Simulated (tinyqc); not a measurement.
Hubbard chain of 6 sites, step by step. One step of it, computed by the program tinyqc.

Question. Mean-field iteration 1. H(up) = T + U n(down), H(down) = T + U n(up); fill the lowest levels; n(new) = n + mixing (n(out) - n); E = tr T (rho up + rho down) + U sum n_up n_down of the output.

one-body matrix (hopping and site energies) (eV), lower triangle:
```
           1          2          3          4          5          6
1   0.710000
2  -1.590000  -0.190000
3   0.000000  -1.590000   0.130000
4   0.000000   0.000000  -1.590000  -0.710000
5   0.000000   0.000000   0.000000  -1.590000   0.730000
6   0.000000   0.000000   0.000000   0.000000  -1.590000  -0.430000
```

U = 7.100000 eV

electrons, up and down: 3  3

mixing = 1

n(up) at the start (a guess, not normalised): 1 0.550000, 2 0.450000, 3 0.550000, 4 0.450000, 5 0.550000, 6 0.450000

n(down) at the start (a guess): 1 0.450000, 2 0.550000, 3 0.450000, 4 0.550000, 5 0.450000, 6 0.550000

Give: levels, up; levels, down; energy; n(up) after iteration 1; n(down) after iteration 1.

Answer.

levels, up (eV): 0.6094  1.7176  2.8512  4.2557  5.7099  6.3962

levels, down (eV): 0.4989  1.5542  2.4566  4.6384  5.8801  6.5119

energy = 0.0123 eV

n(up) after iteration 1: 1 0.4180, 2 0.5199, 3 0.4856, 4 0.5631, 5 0.4399, 6 0.5735

n(down) after iteration 1: 1 0.2003, 2 0.6744, 3 0.3012, 4 0.7438, 5 0.2823, 6 0.7980
